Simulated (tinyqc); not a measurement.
What each value does: bond-orbital model of a tetrahedral semiconductor (Harrison's universal couplings).

Hybrid level eh = (es + 3 ep)/4; metallic energy V1 = (ep - es)/4 for each atom; covalent energy V2 = 3.22 hbar^2/(m d^2); polar energy V3 = (ehc - eha)/2; hbar^2/m = 2c, c = hbar^2/2m0. Polarity ap = V3/sqrt(V2^2 + V3^2), covalency ac = V2/sqrt(V2^2 + V3^2). p-p coupling at Gamma Exx = (4/3)(2.22 - 2 x 0.63) hbar^2/(m d^2) = 1.28 hbar^2/(m d^2), s-s coupling Ess = 4 x 1.32 hbar^2/(m d^2).

Constants: hbar^2/2m0 = 3.80998211 eV angstrom^2.

Values chosen for the exercise (near tabulated values for GaP; the model gives trends, and its gaps can be far from the real ones; shifted at random, so the results belong to these values and not to a real crystal): esc = -11.49 eV (s level, cation); epc = -5.73 eV (p level, cation); esa = -19.05 eV (s level, anion); epa = -9.65 eV (p level, anion); d = 2.37 angstrom (bond length).

The bond-antibond splitting is 2 sqrt(V2^2 + V3^2). E0 is the upper root of [[esa, 5.28 u], [5.28 u, esc]] less the lower root of [[epa, 1.28 u], [1.28 u, epc]], u = hbar^2/(m d^2). Each row changes one parameter from the base and keeps the others.

Results:

| case | ap | bond-antibond splitting (eV) | Ev (eV) | E0 (eV) |
|---|---|---|---|---|
| base | 0.4838 | 9.983 | -10.309 | 3.138 |
| esc = -10.99 eV | 0.4933 | 10.044 | -10.309 | 3.507 |
| epc = -5.23 eV | 0.5118 | 10.170 | -10.251 | 3.080 |
| esa = -18.55 eV | 0.4742 | 9.923 | -10.309 | 3.274 |
| epa = -9.15 eV | 0.4543 | 9.807 | -9.877 | 2.706 |
| d = 2.42 angstrom | 0.4994 | 9.672 | -10.262 | 2.833 |

The largest shifts from the base row, up to three for each result and ties (the steps differ in size, so this ranks the rows, not the parameters). ap: epa -0.0296, epc +0.0280, d +0.0156. bond-antibond splitting (eV): d -0.311, epc +0.187, epa -0.176. Ev (eV): epa +0.431, epc +0.058, d +0.047; unchanged at the printed digits by esc and esa. E0 (eV): epa -0.431, esc +0.370, d -0.304.

(tinyqc, `OMP_NUM_THREADS=1 python tinyqc.py 1480233 1480234 out.jsonl`, Intel(R) Xeon(R) Processor @ 2.30GHz, 1 thread, shared host, about 0.01 s.)
